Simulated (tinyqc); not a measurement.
## Tunnelling through a gate dielectric, WKB transmission and Tsu-Esaki current: effect of the tunnelling mass m1

Electrons leave the emitter at x = 0. Energies E (motion across the layers) are in eV from the emitter Fermi level; the collector Fermi level lies at -V and offers states at every E. No charge in the dielectric and no image force: F1 = V/t1, U = phi1 - F1 x. With C = hbar^2/(2 m0), kappa = sqrt(m (U - E)/C) where U > E and 0 elsewhere; T(E) = exp(-S), S = 2 times the integral of kappa over x.

Each layer adds (2/F) sqrt(m/C) [G(u at its left edge) - G(u at its right edge)] to S, with u = U - E (0 where negative) and G(u) = (2/3) u^1.5. J = J0 times the integral of T(E) N(E) dE, N = ln[(1 + exp(-E/Vt))/(1 + exp((-E - V)/Vt))], J0 = q^2 me m0 kB T/(2 pi^2 hbar^3) (times 1e-4 for A/cm^2 per eV), from E = -Ef to far above the barrier (T = 1 there), by quadrature converged to the digits shown.

Inputs (values chosen for the exercise); dielectric values close to those of silicon dioxide: temperature T = 300 K; Fermi energy of the emitter above its band bottom Ef = 0.26 eV; emitter mass in the supply function me = 0.71 m0; barrier of layer 1 above the emitter Fermi level at zero bias phi1 = 3.07 eV; thickness of layer 1 t1 = 3.4 nm; voltage across the dielectric V = 0.5 V.

Constants: q = 1.602176634e-19 C, kB = 1.380649e-23 J/K, hbar = 1.054571817e-34 J s, m0 = 9.1093837015e-31 kg, Vt = kB T/q, hbar^2/(2 m0) = 0.0380998212 eV nm^2. Results are converted to the units shown.

Results:
```
m1 (m0)	S at E = 0	T(E = 0)	J (A/cm^2)	mean E of the current (eV)
0.12	20.26	1.591e-9	0.3631	-0.1502
0.2	26.15	4.378e-12	8.585e-4	-0.1445
0.25	29.24	1.998e-13	3.627e-5	-0.1414
0.31	32.56	7.220e-15	1.209e-6	-0.1381
0.4	36.99	8.637e-17	1.302e-8	-0.1334
0.5	41.35	1.097e-18	1.496e-10	-0.1288
0.63	46.42	6.923e-21	8.443e-13	-0.1232
```

Estimate the missing row, m1 = 0.15 m0.

Computed row:
```
m1 (m0)	S at E = 0	T(E = 0)	J (A/cm^2)	mean E of the current (eV)
0.15	22.65	1.456e-10	0.03122	-0.1479
```

With this row back in the table: J falls from 0.363 to 8.44e-13 A/cm^2. S goes as m1^(0.50): kappa is proportional to the square root of the mass.

tinyqc, about 0.02 s, one thread, Intel Xeon 2.30GHz (shared host): `OMP_NUM_THREADS=1 python tinyqc.py 2540140 2540141 out.jsonl`
